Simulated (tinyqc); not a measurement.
Deformation-potential model of the Delta valleys of a conduction band: one step. Shares of the electrons. Three cases, with inputs chosen for the exercise.

Problem. Boltzmann factors of the shifts.

Valleys with axes along x, y and z, each a pair at +k and -k. Herring-Vogt shift of a valley with unit axis a: dE = Xd tr(e) + Xu a.e.a. Non-degenerate shares n_i = exp(-dE_i/kT)/sum_j exp(-dE_j/kT). Inverse mass tensor of a valley: (1 - a a)/mt + a a/ml; the masses are taken as independent of strain.

Constants: kB = 8.617333262e-05 eV/K.

Give: kT; shares; effective number of valley axes, 1/(largest share).

Case 1.

Values chosen (out of a larger set: near those of Si; not measured data): T = 200 K (temperature).

shifts dE (meV): x -21.5397, y -21.5397, z 98.4141

Solution.

kT = 17.235 meV

shares: x 0.4998, y 0.4998, z 0.0005

effective number of valley axes, 1/(largest share) = 2.001

Case 2.

Values chosen (out of a larger set: near those of Si; not measured data): T = 300 K (temperature).

shifts dE (meV): x -8.8323, y -8.8323, z 4.7325

Solution.

kT = 25.852 meV

shares: x 0.3858, y 0.3858, z 0.2283

effective number of valley axes, 1/(largest share) = 2.592

Case 3.

Values chosen (out of a larger set: near those of Si; not measured data): T = 200 K (temperature).

shifts dE (meV): x 16.9932, y 16.9932, z -9.5301

Solution.

kT = 17.235 meV

shares: x 0.1502, y 0.1502, z 0.6997

effective number of valley axes, 1/(largest share) = 1.429

Computed by tinyqc, one run a case: `OMP_NUM_THREADS=1 python tinyqc.py N N+1 out.jsonl` with N = 1080911, 1081091, 1081482; one thread of a shared Intel(R) Xeon(R) Processor @ 2.30GHz, about 0.04 s a run at most.
